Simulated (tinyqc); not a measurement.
From results back to parameters: free and nearly free electrons in a metal. Three cases, with inputs chosen for the exercise.

Problem. A free-electron metal with 4 atoms in the cubic cell and z electrons an atom has EF = c kF^2/m, (hbar omega_p)^2 = 8 pi c (e^2/(4 pi eps0)) n/m and kF = (3 pi^2 n)^(1/3), c = hbar^2/2m0.

Constants: hbar^2/2m0 = 3.80998211 eV angstrom^2; e^2/(4 pi eps0) = 14.39964547 eV angstrom.

Find: kF; m; z.

Method. (hbar omega_p)^2/EF = (8/(3 pi)) (e^2/(4 pi eps0)) kF gives kF; EF then gives m, and n = kF^3/(3 pi^2) gives z.

Case 1.

Values chosen (out of a larger set: near those of Cu, whose d bands this model ignores; not measured data): a = 3.61 angstrom (fcc lattice constant).

EF = 4.49086 eV
hbar omega_p = 8.64125 eV

Solution.

kF = 1.3604 1/angstrom
m = 1.57 m0
z = 1.00

Case 2.

Values chosen (out of a larger set: near those of Al; not measured data): a = 4.088 angstrom (fcc lattice constant).

EF = 9.77500 eV
hbar omega_p = 14.38761 eV

Solution.

kF = 1.7326 1/angstrom
m = 1.17 m0
z = 3.00

Case 3.

Values chosen (out of a larger set: near those of Co, whose d bands this model ignores; not measured data): a = 3.561 angstrom (fcc lattice constant).

EF = 11.50234 eV
hbar omega_p = 15.62947 eV

Solution.

kF = 1.7375 1/angstrom
m = 1.00 m0
z = 2.00

Computed by tinyqc, one run a case: `OMP_NUM_THREADS=1 python tinyqc.py N N+1 out.jsonl` with N = 1681855, 1681970, 1681991; one thread of a shared Intel(R) Xeon(R) Processor @ 2.30GHz, about 0.01 s a run at most.
